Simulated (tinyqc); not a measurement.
Threshold-voltage variability of a planar MOSFET, analytic estimates: a gate of 4 grains.

Three independent sources add in quadrature: random dopants in the depleted layer, metal-gate grains of two orientations, and roughness of the two gate edges acting through the roll-off VT = VT(long) - Vr exp(-L/l). These are first-order estimates: no three-dimensional electrostatics, no percolation.

Each of 4 equal grains has the higher work function with probability p; the threshold shift is dW (j/4 - p) for j such grains, and the off current changes by exp(-shift/(n Vt)).

Parameters, values chosen for the exercise; material values close to those of silicon:
- T = 273 K (temperature)
- dW = 0.1 eV (work-function difference of the two grain orientations)
- p = 0.5 (share of the orientation of higher work function)
- n = 1.24 (subthreshold factor)

Constants: q = 1.602176634e-19 C, kB = 1.380649e-23 J/K, Vt = kB T/q. Results are converted to the units shown.

Distribution:
```
j	probability	shift (mV)	Ioff factor	probability x factor
0	0.06250	-50.00	5.551	0.3469
1	0.2500	-25.00	2.356	0.5890
2	0.3750	0.00	1.000	0.3750
3	0.2500	25.00	0.4244	0.1061
4	0.06250	50.00	0.1801	0.01126
```

The standard deviation is dW sqrt(p (1 - p)/4) = 25.0 mV. The mean off current is 1.43 times the nominal one; the log-normal formula exp(s^2/(2 (n Vt)^2)) gives 1.44. Devices with j = 1, 25 % of all, carry 41 % of the mean leakage.

Program tinyqc, `OMP_NUM_THREADS=1 python tinyqc.py 2090029 2090030 out.jsonl`; Intel Xeon 2.30GHz, shared host, one thread, about 0.01 s.
